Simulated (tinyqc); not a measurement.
Width of the well: quantum-confined Stark effect in a modulator well.

Envelopes on cells of 0.5 angstrom over the well |z| < L/2 and 45 angstrom of barrier on each side, psi = 0 beyond, psi'/m continuous (mean mass between points), c = hbar^2/2m0. The electron sees + e F z and the hole - e F z, each with its offset in the barriers; 1 kV/cm = 1e-5 eV/angstrom. Light holes, band mixing and escape by tunnelling are left out.

Exciton: in-plane function exp(-rho/lam), 1/mu = 1/me + 1/mp, E(lam) = c/(mu lam^2) - (q/eps) times the integral over k of Fm(k)(1 + (k lam/2)^2)^(-3/2), Fm(k) the double integral of psi_e^2 psi_h^2 exp(-k |z - z'|), q = e^2/(4 pi eps0); binding Eb = -E at the minimum. Line at Eg + E_e + E_h - Eb, strength proportional to overlap^2/lam^2.

Constants: hbar^2/2m0 = 3.80998211 eV angstrom^2; e^2/(4 pi eps0) = 14.39964547 eV angstrom; hc = 1239.841984 eV nm.

Inputs chosen for the exercise (near those of a Ge well in SiGe, direct gap; shifted at random, so the results belong to these values and not to a real crystal):

| symbol | value | unit | meaning |
|---|---|---|---|
| Vc | 0.358 | eV | conduction offset |
| Vv | 0.103 | eV | heavy-hole offset |
| me | 0.0413 | m0 | electron, well |
| meb | 0.0545 | m0 | electron, barrier |
| mh | 0.2 | m0 | heavy hole along z, well |
| mhb | 0.224 | m0 | heavy hole, barrier |
| Eg | 0.845 | eV | gap of the well |
| mp | 0.068 | m0 | heavy hole in the plane |
| eps | 15.3 |  | dielectric constant |
| Ls | (50, 66, 84, 104, 126, 150, 170) | angstrom | widths |
| F_L | 36 | kV/cm | field for this table |

Zero-field line, its shift at F_L and the relative strength.

Results:

| L (angstrom) | line at F = 0 (nm) | Eb (meV) | shift (meV) | relative strength | shift x strength (meV) |
|---|---|---|---|---|---|
| 50 | 1254.3 | 4.44 | -0.57 | 0.987 | 0.56 |
| 84 | 1351.3 | 4.16 | -1.69 | 0.937 | 1.58 |
| 104 | 1381.6 | 4.00 | -2.98 | 0.859 | 2.56 |
| 126 | 1403.7 | 3.85 | -5.07 | 0.717 | 3.63 |
| 150 | 1419.8 | 3.70 | -8.20 | 0.521 | 4.27 |
| 170 | 1429.3 | 3.58 | -11.45 | 0.362 | 4.14 |

Give the missing row, L (angstrom) = 66.

Computed row:
```
L (angstrom)  line at F = 0 (nm)  Eb (meV)  shift (meV)  relative strength  shift x strength (meV)
66                        1309.9      4.30        -0.96              0.973                    0.93
```

The shift grows with exponent 1.86 in L over the first two rows and 2.67 over the last two, against 4 for hard walls at second order; leakage lowers it in narrow wells and saturation in wide ones. The strength falls from 0.99 to 0.36, and the product of the two is largest at 150 angstrom.

Run: tinyqc, `OMP_NUM_THREADS=1 python tinyqc.py 1250926 1250927 out.jsonl`; Intel(R) Xeon(R) Processor @ 2.30GHz, one thread, shared host; about 0.1 s of CPU time with all checks.
